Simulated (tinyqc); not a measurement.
Worked calculation: CCSD on RHF in the sto-6g basis, for H4, spin multiplicity 1. Computed by tinyqc, a small Python program that keeps every step (integrals from PySCF). Settings: charge = 0, multiplicity = 1, basis = sto-6g, method = RHF, energy threshold = 1e-10, iteration cap = 79, orthogonalisation = symmetric, start = atomic densities, DIIS depth = 6, amplitude equations = CCSD, DIIS depth for amplitudes = 6, cap on updates = 85. Command: `OMP_NUM_THREADS=1 python tinyqc.py 26833 26834 out.jsonl` (the two numbers bound the seeds that draw the settings). One thread of a shared host (Intel(R) Xeon(R) Processor @ 2.60GHz), about 0.2 s of CPU time with the checks. The early iterations of the SCF are left out here.

## One-electron integrals

Geometry (angstrom):
```
atom         x         y         z
H     0.000000  0.000000  0.000000
H     0.000000  0.000000  0.722000
H     0.000000  1.356000  0.000000
H     0.000000  1.356000  0.722000
```

Basis sto-6g: exponents (1/bohr^2) and contraction coefficients of normalised primitives:
```
element  l (shell)   exponent  coefficient
H            s (1)  35.523221     0.009164
H            s (1)   6.513144     0.049361
H            s (1)   1.822143     0.168538
H            s (1)   0.625955     0.370563
H            s (1)   0.243077     0.416492
H            s (1)   0.100112     0.130334
```

Overlap, kinetic and nuclear-attraction integrals over the contracted functions; the nuclear repulsion is the sum of Za Zb / Rab.

nuclear repulsion = 2.93528934 hartree

overlap S, order 1H 1s, 2H 1s, 3H 1s, 4H 1s:
$$\begin{pmatrix}
1.000000 & 0.671512 & 0.314470 & 0.243762 \\
0.671512 & 1.000000 & 0.243762 & 0.314470 \\
0.314470 & 0.243762 & 1.000000 & 0.671512 \\
0.243762 & 0.314470 & 0.671512 & 1.000000
\end{pmatrix}$$

kinetic energy T (hartree), order 1H 1s, 2H 1s, 3H 1s, 4H 1s:
$$\begin{pmatrix}
0.768522 & 0.246018 & 0.025995 & 0.005917 \\
0.246018 & 0.768522 & 0.005917 & 0.025995 \\
0.025995 & 0.005917 & 0.768522 & 0.246018 \\
0.005917 & 0.025995 & 0.246018 & 0.768522
\end{pmatrix}$$

nuclear attraction V (hartree), order 1H 1s, 2H 1s, 3H 1s, 4H 1s:
$$\begin{pmatrix}
-2.636252 & -1.729398 & -0.749566 & -0.594177 \\
-1.729398 & -2.636252 & -0.594177 & -0.749566 \\
-0.749566 & -0.594177 & -2.636252 & -1.729398 \\
-0.594177 & -0.749566 & -1.729398 & -2.636252
\end{pmatrix}$$

core Hamiltonian H = T + V (hartree), order 1H 1s, 2H 1s, 3H 1s, 4H 1s:
$$\begin{pmatrix}
-1.867730 & -1.483381 & -0.723571 & -0.588260 \\
-1.483381 & -1.867730 & -0.588260 & -0.723571 \\
-0.723571 & -0.588260 & -1.867730 & -1.483381 \\
-0.588260 & -0.723571 & -1.483381 & -1.867730
\end{pmatrix}$$

## Two-electron integrals

Functions are numbered as in S; the eight-fold symmetry (ij|kl) = (ji|kl) = (kl|ij) leaves the list below.

Two-electron integrals (ij|kl) in chemists' order, unique and non-zero (hartree):
```
(11|11) 0.774999   (21|11) 0.454722   (21|21) 0.309368   (22|11) 0.576789
(22|21) 0.454722   (22|22) 0.774999   (31|11) 0.175790   (31|21) 0.108851
(31|22) 0.145395   (31|31) 0.058005   (32|11) 0.124574   (32|21) 0.086415
(32|22) 0.129168   (32|31) 0.041973   (32|32) 0.033411   (33|11) 0.377843
(33|21) 0.244130   (33|22) 0.338432   (33|31) 0.175790   (33|32) 0.129168
(33|33) 0.774999   (41|11) 0.129168   (41|21) 0.086415   (41|22) 0.124574
(41|31) 0.041973   (41|32) 0.033129   (41|33) 0.124574   (41|41) 0.033411
(42|11) 0.145395   (42|21) 0.108851   (42|22) 0.175790   (42|31) 0.048398
(42|32) 0.041973   (42|33) 0.145395   (42|41) 0.041973   (42|42) 0.058005
(43|11) 0.244130   (43|21) 0.166772   (43|22) 0.244130   (43|31) 0.108851
(43|32) 0.086415   (43|33) 0.454722   (43|41) 0.086415   (43|42) 0.108851
(43|43) 0.309368   (44|11) 0.338432   (44|21) 0.244130   (44|22) 0.377843
(44|31) 0.145395   (44|32) 0.124574   (44|33) 0.576789   (44|41) 0.129168
(44|42) 0.175790   (44|43) 0.454722   (44|44) 0.774999
```

## Orthogonalisation

S = U s U^T; symmetric (Loewdin) form X = U s^(-1/2) U^T, so that X^T S X = 1.

eigenvalues of S: [0.257779, 0.399197, 1.113280, 2.229744]

X, order 1H 1s, 2H 1s, 3H 1s, 4H 1s:
$$\begin{pmatrix}
1.292442 & -0.483719 & -0.166234 & 0.027198 \\
-0.483719 & 1.292442 & 0.027198 & -0.166234 \\
-0.166234 & 0.027198 & 1.292442 & -0.483719 \\
0.027198 & -0.166234 & -0.483719 & 1.292442
\end{pmatrix}$$

## Iteration 3 (converged): orbitals

converged F (hartree), order 1H 1s, 2H 1s, 3H 1s, 4H 1s:
$$\begin{pmatrix}
-0.410419 & -0.632268 & -0.281365 & -0.267488 \\
-0.632268 & -0.410419 & -0.267488 & -0.281365 \\
-0.281365 & -0.267488 & -0.410419 & -0.632268 \\
-0.267488 & -0.281365 & -0.632268 & -0.410419
\end{pmatrix}$$

Diagonalise F' = X^T F X, C = X C', fill 2 alpha and 2 beta electrons from the bottom; D = 2 C_occ C_occ^T. Each column has its largest component positive (the first on a tie).

F' = X^T F X (hartree):
$$\begin{pmatrix}
0.069517 & -0.648197 & -0.165916 & 0.030820 \\
-0.648197 & 0.069517 & 0.030820 & -0.165916 \\
-0.165916 & 0.030820 & 0.069517 & -0.648197 \\
0.030820 & -0.165916 & -0.648197 & 0.069517
\end{pmatrix}$$

orbital energies (hartree): MO1 -0.713777, MO2 -0.443584, MO3 0.520978, MO4 0.914450

coefficients C, order 1H 1s, 2H 1s, 3H 1s, 4H 1s:
$$\begin{pmatrix}
0.334844 & 0.473879 & 0.791365 & 0.984797 \\
0.334844 & 0.473879 & -0.791365 & -0.984797 \\
0.334844 & -0.473879 & 0.791365 & -0.984797 \\
0.334844 & -0.473879 & -0.791365 & 0.984797
\end{pmatrix}$$

D after iteration 3, order 1H 1s, 2H 1s, 3H 1s, 4H 1s:
$$\begin{pmatrix}
0.673364 & 0.673364 & -0.224882 & -0.224882 \\
0.673364 & 0.673364 & -0.224882 & -0.224882 \\
-0.224882 & -0.224882 & 0.673364 & 0.673364 \\
-0.224882 & -0.224882 & 0.673364 & 0.673364
\end{pmatrix}$$

## Convergence

Stop when the energy changes by less than 1e-10 hartree and every element of the error matrix X^T (F D S - S D F) X is below 3e-06.

Course of the cycle:
```
iteration  E (hartree)     change  largest element of the error matrix
1          -1.77549017          -                             1.15e-15
2          -2.14509168  -3.70e-01                             2.30e-15
3          -2.14509168   1.78e-15                             1.75e-15
```

PySCF RHF in the same basis = -2.14509168 hartree

Converged in 3 iterations.

## Integrals over molecular orbitals

(pq|rs) = sum C_ip C_jq C_kr C_ls (ij|kl), one index at a time.

one-electron integrals over orbitals h = C^T H C (hartree):
$$\begin{pmatrix}
-2.091245 & 0.000000 & 0.000000 & 0.000000 \\
0.000000 & -1.831776 & 0.000000 & 0.000000 \\
0.000000 & 0.000000 & -1.301767 & 0.000000 \\
0.000000 & 0.000000 & 0.000000 & -0.966092
\end{pmatrix}$$

Two-electron integrals over orbitals (pq|rs), unique and non-zero (hartree):
```
(11|11) 0.520905   (21|21) 0.177562   (22|11) 0.517063   (22|22) 0.531629
(31|31) 0.106284   (32|32) 0.079310   (33|11) 0.502448   (33|22) 0.501721
(33|33) 0.510374   (41|32) 0.078270   (41|41) 0.077306   (42|31) 0.108033
(42|42) 0.117826   (43|21) 0.173284   (43|43) 0.190317   (44|11) 0.513335
(44|22) 0.524502   (44|33) 0.521925   (44|44) 0.544573
```

## CCSD: starting amplitudes

t_ij^ab = <ij||ab> / (e_i + e_j - e_a - e_b), whose energy is MP2.

Starting amplitudes (spin orbitals 1a, 1b, ...; amplitudes related by a flip of all spins are not repeated):
```
from      to          t
2a 2b  4a 4b  -0.043381
1a 1b  3a 3b  -0.043038
1a 2b  3a 4b  -0.041667
2a 2b  3a 3b  -0.041112
1a 2b  3b 4a   0.030187
1a 1b  4a 4b  -0.023739
1a 2a  3a 4a  -0.011479
```

correlation energy = -0.02919313 hartree

## CCSD: amplitude update 1

t_i^a D_i^a and t_ij^ab D_ij^ab are set to the remaining terms of the spin-orbital equations, evaluated with the old amplitudes; for the doubles these are <ij||ab> + 1/2 <ab||ef> t_ij^ef + 1/2 <mn||ij> t_mn^ab + P(ij)P(ab) <mb||ej> t_im^ae + terms in t^2 + terms with t1, D the orbital-energy denominators.

Amplitudes after update 1 (spin orbitals 1a, 1b, ...; amplitudes related by a flip of all spins are not repeated):
```
from      to          t
2a 2b  3a 3b  -0.061047
1a 1b  3a 3b  -0.056795
2a 2b  4a 4b  -0.056200
1a 2b  3a 4b  -0.055183
1a 2b  3b 4a   0.042806
1a 1b  4a 4b  -0.031605
1a 2a  3a 4a  -0.012377
```

correlation energy = -0.03930372 hartree

## CCSD: amplitude update 2

As before.

Amplitudes after update 2 (spin orbitals 1a, 1b, ...; amplitudes related by a flip of all spins are not repeated):
```
from      to          t
2a 2b  3a 3b  -0.070152
1a 1b  3a 3b  -0.061250
2a 2b  4a 4b  -0.060017
1a 2b  3a 4b  -0.059723
1a 2b  3b 4a   0.047684
1a 1b  4a 4b  -0.034274
1a 2a  3a 4a  -0.012040
```

correlation energy = -0.04288005 hartree

## CCSD: amplitude update 3

t_i^a D_i^a and t_ij^ab D_ij^ab are set to the remaining terms of the spin-orbital equations, evaluated with the old amplitudes; for the doubles these are <ij||ab> + 1/2 <ab||ef> t_ij^ef + 1/2 <mn||ij> t_mn^ab + P(ij)P(ab) <mb||ej> t_im^ae + terms in t^2 + terms with t1, D the orbital-energy denominators. DIIS then mixes the stored amplitudes.

DIIS coefficients: [-0.619330, 1.619330]

Amplitudes after update 3 (spin orbitals 1a, 1b, ...; amplitudes related by a flip of all spins are not repeated):
```
from      to          t
2a 2b  3a 3b  -0.076708
1a 1b  3a 3b  -0.063528
1a 2b  3a 4b  -0.062354
2a 2b  4a 4b  -0.061799
1a 2b  3b 4a   0.050647
1a 1b  4a 4b  -0.035801
1a 2a  3a 4a  -0.011707
```

correlation energy = -0.04498282 hartree

## CCSD: convergence

E_corr = 1/4 sum <ij||ab> t_ij^ab + 1/2 sum <ij||ab> t_i^a t_j^b; stop when the norm of the change is below 1e-8.

Course of the amplitude iterations:
```
update  correlation energy (hartree)  norm of the change
0                        -0.02919313                   -
1                        -0.03930372            7.74e-02
2                        -0.04288005            2.92e-02
3                        -0.04498282            1.14e-02
4                        -0.04495772            1.02e-03
5                        -0.04496218            2.36e-04
6                        -0.04496037            1.56e-05
7                        -0.04496082            3.94e-06
8                        -0.04496094            8.24e-07
9                        -0.04496094            5.30e-09
```

Converged amplitudes (spin orbitals 1a, 1b, ...; amplitudes related by a flip of all spins are not repeated):
```
from      to          t
2a 2b  3a 3b  -0.077521
1a 1b  3a 3b  -0.063113
1a 2b  3a 4b  -0.062396
2a 2b  4a 4b  -0.061378
1a 2b  3b 4a   0.050550
1a 1b  4a 4b  -0.035869
1a 2a  3a 4a  -0.011846
```

CCSD total energy = -2.19005262 hartree

T1 diagnostic, norm of the one-spin t1 over sqrt(correlated electrons) = 0.000000

Converged in 9 updates, with DIIS from the third.
